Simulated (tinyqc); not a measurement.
Domain walls in a thin film with perpendicular anisotropy: Bloch, Neel and chiral walls, motion and stripe domains: one step, computed by the program tinyqc. Command: `OMP_NUM_THREADS=1 python tinyqc.py 3025991 3025992 out.jsonl mwall walk`. One thread of a shared host (Intel(R) Xeon(R) Processor @ 2.30GHz), about 0.01 s of CPU time with the checks.

One-dimensional wall: polar angle theta(x), azimuth phi of the moment in the wall (phi = 0 Neel, 90 degrees Bloch). mu_0 = 1.25663706212e-6 T m/A, gamma = 1.76085963023e11 rad/(s T).

Task: Bloch or Neel. sigma(phi) = sigma_0 + 2 Delta K_D cos^2(phi) - pi D cos(phi), with the wall shape anisotropy K_D = N_x mu_0 M_s^2/2, N_x = t ln 2/(pi Delta). The minimum has cos(phi) = D/D_N for D < D_N = 4 Delta K_D/pi and phi = 0 beyond; sigma turns negative at D_c = (sigma_0 + 2 Delta K_D)/pi.

Inputs (values chosen for the exercise, for a model film): saturation magnetisation M_s = 1330 kA/m; DMI constant D = 1.5 mJ/m^2; thickness t = 1.5 nm.

width parameter Delta = 8.924241 nm

sigma_0 = 8.516130 mJ/m^2

Give: K_D; D_N; azimuth phi; wall energy sigma; D_c.

Result:

K_D = 41.22 kJ/m^3

D_N = 0.4683 mJ/m^2

azimuth phi = 0 degrees

wall energy sigma = 4.539 mJ/m^2

D_c = 2.945 mJ/m^2

A pure chiral Neel wall. D is 0.51 of D_c.
